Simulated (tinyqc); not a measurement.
# From ratio l_eff/l_n back to deposition rate F

Model: epitaxial growth on a vicinal surface: Burton-Cabrera-Frank step flow, step-edge barrier and island nucleation. Computed by tinyqc, a small Python program. Command: `OMP_NUM_THREADS=1 python tinyqc.py 3021525 3021526 out.jsonl stepflow inv`. One thread of a shared host (Intel(R) Xeon(R) Processor @ 2.30GHz), about 0.07 s of CPU time with the checks.

Adatoms land at rate F, hop on a square grid (a simplification for hexagonal faces), desorb, or join steps. Lengths are in units of a and n is the adatom coverage. Steps ascend at x = 0 and descend at x = l.

Inputs (values chosen for the exercise, close to those used for Ge(001)):
```
quantity,value,unit
site spacing a,4,angstrom
step height h,1.41,angstrom
diffusion barrier E_d,0.678,eV
desorption energy E_a,2.72,eV
adatom formation energy E_f,1.17,eV
step-edge barrier E_s,0.11,eV
attempt frequency nu,5,THz
miscut angle,8,degrees
temperature T,420,C
critical nucleus size i,1,-
```

Constants: k_B = 8.617333262e-05 eV/K.

Method:
- D = nu exp(-E_d/(k_B T)) (a^2/s, nu counted per direction); tau = exp(E_a/(k_B T))/nu; x_s = sqrt(D tau); n_eq = exp(-E_f/(k_B T)); terrace width l = h/(a tan(miscut)); Schwoebel length l_s = exp(E_s/(k_B T)) - 1.
- Temperatures in kelvin are T(C) + 273.15.
- D n'' - n/tau + F = 0 with n(0) = n_eq and -l_s n'(l) = n(l) - n_eq. With u = n - F tau, A = n_eq - F tau, y = l/x_s, s = l_s/x_s: u = A cosh(x/x_s) + B sinh(x/x_s), B = A (1 - cosh y - s sinh y)/(sinh y + s cosh y). Flux into the ascending step J+ = D B/x_s, over the descending one J- = -(D/x_s)(A sinh y + B cosh y); step velocity J+ + J-; growth rate (J+ + J-)/l. For small y: J+ + J- = (F - n_eq/tau) l, J-/J+ = l/(l + 2 l_s).
- The coverage peaks where n' = 0, tanh(x/x_s) = -B/A.
- Island density on a flat surface without desorption: N = 0.25 (F/D)^(i/(i+2)) exp(E_i/((i+2) k_B T)) per site, with E_i = 0 for i = 1; spacing l_n = N^(-1/2). Step flow needs an effective width l_eff = 2 x(peak) below l_n.

Problem. A run gave the result below. Find the deposition rate F, known to lie between 1.1 and 2.3 layers/s.

ratio l_eff/l_n = 0.1175313

Solution.

Each step takes the trial c = (a f_b - b f_a)/(f_b - f_a), f being the result less the target and a, b, c the logarithms of the listed values; c replaces end b, the old b replaces a if the sign of f changed, and otherwise f_a is halved.

Scan of the range:
```
deposition rate F (layers/s),ratio l_eff/l_n
1.10,0.108492
1.24,0.110680
1.41,0.113075
1.59,0.115362
1.80,0.117772
2.03,0.120157
2.30,0.122684
```

False position (Illinois rule, in the logarithm of the input) inside the bracket:
```
step,end a,end b,trial,ratio l_eff/l_n
1,1.59000,1.80000,1.77780,0.117529
2,1.80000,1.77780,1.77800,0.117531
3,1.80000,1.77800,1.77800,0.117531
4,1.77800,1.77800,1.77800,0.117531
```

Ratio l_eff/l_n rises at every point of a 13-point scan of the range (every second point is shown), so one value fits; it is bracketed by 1.59 and 1.80. The scan shows a pure power law with exponent 0.1667, so scaling from any one row also gives the answer directly. Answer: deposition rate F = 1.778 layers/s.

Caution: terraces under ten sites wide are at the edge of a continuum description. Caution: the prefactor 0.25 and the criterion are estimates, good to a factor of about two in length.
